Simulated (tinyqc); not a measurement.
# Junction parameters from two forward currents

Question. D(v) = J1 (exp(v/Vt) - 1) + J2 (exp(v/(2 Vt)) - 1). Find J1, J2 and the voltage 2 Vt ln(J2/J1) near which both parts are equal.

Values chosen for this exercise:
```
symbol  value  unit      meaning
T         358     K  temperature
```

Constants: q = 1.602176634e-19 C, kB = 1.380649e-23 J/K, Vt = kB T/q. Results are converted to the units shown.

junction voltages (V): 0.27  0.71
currents (uA/um): 9.5855313e-8  0.014940776

Solution. The current is linear in J1 and J2, so two points give two equations.

J1 = 1.50e-12 uA/um
J2 = 1.10e-9 uA/um
crossover = 0.407 V

tinyqc, about 0.2 s, one thread, Intel Xeon 2.30GHz (shared host): `OMP_NUM_THREADS=1 python tinyqc.py 2182125 2182126 out.jsonl`
